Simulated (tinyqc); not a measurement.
Inside a calculation. Model: low-temperature mobility of a two-dimensional electron gas with static screening. Computed by tinyqc, a small Python program that keeps every step. Command: `OMP_NUM_THREADS=1 python tinyqc.py 3022123 3022124 out.jsonl twodeg walk`. One thread of a shared host (Intel(R) Xeon(R) Processor @ 2.30GHz), about 0.01 s of CPU time with the checks. Intermediate numbers are printed to about 5 digits and carried at full precision; extremes and crossings named in words are read from the listed rows.

One subband is filled, the gas is degenerate and scatters at the Fermi circle; one permittivity serves on both sides of the interface. All formulas are in SI units, masses times m_0. Piezoelectric and polar phonons are left out, and n_s is taken as set by a gate, independent of N_i.

Inputs (values chosen for the exercise, modelled on an InAs channel):
```
quantity                                        value    unit
in-plane mass m                                0.0307     m_0
mass across the layer m_z                      0.0304     m_0
permittivity eps                                   15       -
valley degeneracy g_v                               1       -
sheet density n_s                             2.4e+11  1/cm^2
depletion charge N_d                          4.4e+10  1/cm^2
roughness height Delta                            0.2      nm
correlation length Lambda                         3.3      nm
remote charge density N_i                     2.8e+11  1/cm^2
distance d of the charges from the interface      4.7      nm
density rho                                      5680  kg/m^3
sound velocity v_l                               4340     m/s
deformation potential D_A                         7.1      eV
temperature T                                      77       K
```

Wave function: ideal sheet. Roughness spectrum: Gaussian.

Constants: m_0 = 9.1093837015e-31 kg; e = 1.602176634e-19 C; eps_0 = 8.8541878128e-12 F/m; hbar = 1.054571817e-34 J s; k_B = 1.380649e-23 J/K.

## Fermi circle, screening and layer thickness

k_F = sqrt(2 pi n_s/g_v); E_F = hbar^2 k_F^2/(2 m); q_TF = g_v m e^2/(2 pi eps eps_0 hbar^2); Fang-Howard parameter b = [12 m_z e^2 (N_d + 11 n_s/32)/(eps eps_0 hbar^2)]^(1/3), mean depth 3/b; effective field F = e (N_d + n_s/2)/(eps eps_0).

k_F = 0.12280 1/nm

E_F = 18.714 meV

q_TF = 0.077353 1/nm

b = 0.19404 1/nm

mean depth = 15.461 nm

effective field F = 0.019784 MV/cm

q_TF/(2 k_F) = 0.31: screening is weak for back-scattering. Caution: k_B T exceeds a quarter of E_F, so scattering at the Fermi circle alone and zero-temperature screening are rough. Caution: E_F exceeds 1.1 (hbar^2 e^2 F^2/2 m_z)^(1/3), of the order of the first subband spacing (1.75 times that in a triangular well, less with self-consistent band bending), so a second subband may fill.

## The integrands at a few angles

Form factors of a sheet of zero thickness: G(q) = 1, P(q) = exp(-q d). Dielectric function eps(q) = 1 + q_TF G(q)/q, with q = 2 k_F sin(theta/2). Roughness: <|U|^2> = (e F)^2 S(q), S = pi Delta^2 Lambda^2 exp(-q^2 Lambda^2/4). Remote charges: <|U|^2> = N_i [e^2 P(q)/(2 eps eps_0 q)]^2. The last two columns are (m/(pi hbar^3)) <|U|^2>/eps(q)^2.

Integrands (1e9/(s rad)):
```
theta (degrees)  q (1/nm)  G  eps(q)  roughness  remote charges
5                 0.01071  1  8.2206    0.01544           23140
15                0.03206  1  3.4130    0.08934           12267
30                0.06357  1  2.2169    0.21002            5499
60                0.12280  1  1.6299    0.37703            1562
90                0.17366  1  1.4454    0.46014             616
135               0.22690  1  1.3409    0.50450             254
180               0.24560  1  1.3150    0.51215             189
```

## Interface roughness

1/tau_t = (m/(pi hbar^3)) int_0^pi (1 - cos theta) <|U|^2>/eps(q)^2 dtheta; the quantum rate 1/tau_q drops the factor (1 - cos theta); 200 Gauss-Legendre points in s with theta = pi s^2, s from 0 to 1; mu = e tau_t/m.

tau_t, roughness = 662.45 ps

tau_q, roughness = 824.94 ps

roughness mobility = 3.7952e+07 cm^2/(V s)

tau_t/tau_q, roughness = 0.80303

k_F Lambda = 0.41: the roughness is short against the Fermi wavelength and scatters through large angles.

## Remote charges

The formulas are those given above.

tau_t, charges = 0.58685 ps

tau_q, charges = 0.098539 ps

remote-charge mobility = 33621 cm^2/(V s)

tau_t/tau_q, charges = 5.9556

With D = d = 4.70 nm, k_F D = 0.58 and q_TF D = 0.36. When both are large, only small angles survive the factor exp(-2 q D) and tau_t/tau_q tends to (2 k_F D)^2, here 1.33; that limit is not reached.

## Acoustic phonons

Unscreened deformation potential in equipartition: 1/tau = m D_A^2 k_B T I/(rho v_l^2 hbar^3), I = int |psi|^4 dz = 3 b/16 for the Fang-Howard function (used for both wave-function options); mu = e tau/m. Bloch-Grueneisen temperature T_BG = 2 hbar v_l k_F/k_B.

acoustic mobility = 5.1358e+06 cm^2/(V s)

T_BG = 8.1416 K

## All together

At the Fermi circle the rates add, so 1/mu is the sum; sheet resistance 1/(n_s e mu); mean free path hbar k_F mu/e; the quantum time adds the rates 1/tau_q, with the isotropic acoustic rate e/(m mu).

Mobilities:
```
process           mu (cm^2/(V s))  share of 1/mu (%)
roughness              3.7952e+07           0.087935
remote charges              33621             99.262
acoustic phonons       5.1358e+06            0.64981
```

mobility mu = 33373 cm^2/(V s)

sheet resistance = 779.26 ohm

mean free path = 269.75 nm

Dingle ratio tau_t/tau_q = 5.9188

The largest single share of 1/mu (99 %) belongs to remote charges: they are many or near enough that screening leaves their potential the strongest. The Dingle ratio of 5.92 marks small-angle scattering by a smooth potential.

Checks made by the program: angular integral against adaptive quadrature (relative difference below 1e-10).
